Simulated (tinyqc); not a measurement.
# Current crowding under a contact, resistor ladder against the transmission-line model: effects of single changes

A metal contact of length d and width W on a thin layer of the same width. The metal has no resistance, the sheet resistance under it equals Rsh, and current enters the layer at the front edge x = 0.

Values chosen for this exercise: sheet resistance of the semiconductor layer Rsh = 310 ohm/sq; specific contact resistivity rc = 2.4e-9 ohm cm^2; contact length d = 0.024 um; contact width W = 2.3 um.

Each table varies one quantity; the others keep the values above.

## Effect of the sheet resistance

Transfer length Lt = sqrt(rc/Rsh); front resistance Rc = (Rsh Lt/W) coth(d/Lt); end resistance Re = (Rsh Lt/W)/sinh(d/Lt).

Effect of the sheet resistance:
```
Rsh (ohm/sq)	Lt (um)	d/Lt	Rc W (ohm um)	Re W (ohm um)
8.4	0.1690	0.1420	10.07	9.966
26	0.09608	0.2498	10.21	9.897
82	0.05410	0.4436	10.65	9.679
260	0.03038	0.7899	12.00	9.031
800	0.01732	1.386	15.71	7.396
2500	0.009798	2.449	24.86	4.261
7800	0.005547	4.327	43.28	1.143
```

Rc W rises from 10.1 to 43.3 ohm um while Re W falls from 9.97 to 1.14 ohm um; for Rsh going to zero both tend to rc/d = 10.0 ohm um. A larger Rsh shortens Lt and crowds the current to the front edge. In 3 of the 7 rows Lt is below 20 nm, near the thickness of a real layer, where current spreads in depth and the line model fails.

## Effect of the contact resistivity

Same model as above.

Result of one run:
```
rc (ohm cm^2)	Lt (um)	d/Lt	Rc W (ohm um)
3.8e-8	0.1107	0.2168	160.8
```

What becomes of these results when the specific contact resistivity rc is changed from 3.8e-8 to 1.9e-10 ohm cm^2, all else the same?

Result of the changed run:
```
rc (ohm cm^2)	Lt (um)	d/Lt	Rc W (ohm um)
1.9e-10	0.007829	3.066	2.438
```

The whole series:
```
rc (ohm cm^2)	Lt (um)	d/Lt	Rc W (ohm um)
6.6e-11	0.004614	5.201	1.430
1.9e-10	0.007829	3.066	2.438
5.5e-10	0.01332	1.802	4.360
1.6e-9	0.02272	1.056	8.980
4.5e-9	0.03810	0.6299	21.17
1.3e-8	0.06476	0.3706	56.62
3.8e-8	0.1107	0.2168	160.8
1.1e-7	0.1884	0.1274	460.8
```

Rc W rises from 1.43 to 461 ohm um, as rc^(0.50) between the first two rows (d/Lt = 5.2) and rc^(0.99) between the last two (d/Lt = 0.13); a long contact gives the power 1/2 and a short one 1. In 3 of the 8 rows Lt is below 20 nm, near the thickness of a real layer, where current spreads in depth and the line model fails.

Numbers from tinyqc (`OMP_NUM_THREADS=1 python tinyqc.py 2760125 2760126 out.jsonl`; about 0.01 s on one thread of a shared Intel Xeon 2.30GHz).
